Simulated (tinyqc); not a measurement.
Hall effect and magnetoresistance of several carrier groups with constant relaxation times: one step, computed by the program tinyqc. Command: `OMP_NUM_THREADS=1 python tinyqc.py 3024249 3024250 out.jsonl hall2 walk`. One thread of a shared host (Intel(R) Xeon(R) Processor @ 2.30GHz), about 0.01 s of CPU time with the checks.

Group 1 has charge -e and group 2 charge +e; s_i is that sign. B lies along z; mu B is formed with mu in m^2/(V s).

Task: Conductivity of each group. sigma_xx = sum n_i e mu_i/(1 + mu_i^2 B^2); sigma_xy = sum s_i n_i e mu_i^2 B/(1 + mu_i^2 B^2).

Inputs (values chosen for the exercise, for a model conductor):

| quantity | value | unit |
|---|---|---|
| density n1 | 2.7e+17 | 1/cm^3 |
| mobility mu1 | 71000 | cm^2/(V s) |
| density n2 | 2.7e+17 | 1/cm^3 |
| mobility mu2 | 13000 | cm^2/(V s) |
| magnetic field B | 3.4 | T |

Carriers: compensated semimetal. Densities: per volume.

Constants: e = 1.602176634e-19 C.

Give: Parts (S/cm); sigma_xx; sigma_xy; sigma at B = 0.

Result:

Parts (S/cm):

| group | mu B | sigma_xx | sigma_xy |
|---|---|---|---|
| group 1 | 24.14 | 5.262 | -127.0 |
| group 2 | 4.42 | 27.38 | 121.0 |

sigma_xx = 32.65 S/cm

sigma_xy = -5.977 S/cm

sigma at B = 0 = 3634 S/cm
